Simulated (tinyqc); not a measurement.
A ladder of methods, and size consistency: correlation methods against full CI in the 6-31g basis, for H2, spin multiplicity 1. Computed by the program tinyqc with PySCF. 

Geometry (angstrom):

| atom | x | y | z |
|---|---|---|---|
| H | 0.0000 | 0.0000 | 0.0000 |
| H | 0.0000 | 0.0000 | 0.7170 |

RHF energy of one = -1.126701 hartree

All electrons correlated; +Q is the Davidson correction (1 - c0^2) E_corr. The last columns treat two copies 100 angstrom apart as one system. FCI is the lowest singlet.

Correlation energies (hartree):

| method | E_corr of one | share of FCI (%) | E_corr of two at 100 angstrom | two minus twice one (mhartree) |
|---|---|---|---|---|
| MP2 | -0.017132 | 70.1965 | -0.034263 | 0.0000 |
| CISD | -0.024405 | 100.0000 | -0.048164 | 0.6468 |
| CISD+Q | -0.024738 | 101.3635 | -0.049421 | 0.0549 |
| CCSD | -0.024405 | 100.0000 | -0.048811 | 0.0000 |
| CCSD(T) | -0.024405 | 100.0000 | -0.048811 | 0.0000 |
| FCI | -0.024405 | 100.0000 | - | - |

MP2 recovers 70 %, CISD 100.0 % and CCSD 100.0 % of the FCI value (c0^2 = 0.986 in CISD). MP2 and coupled cluster are size consistent, so their last column vanishes; CISD loses 0.65 mhartree, since a double excitation on each copy is a quadruple of the pair, and the Davidson correction leaves +0.05. With two electrons, or one virtual orbital, CISD and CCSD are exact for one copy, so +Q overshoots there.
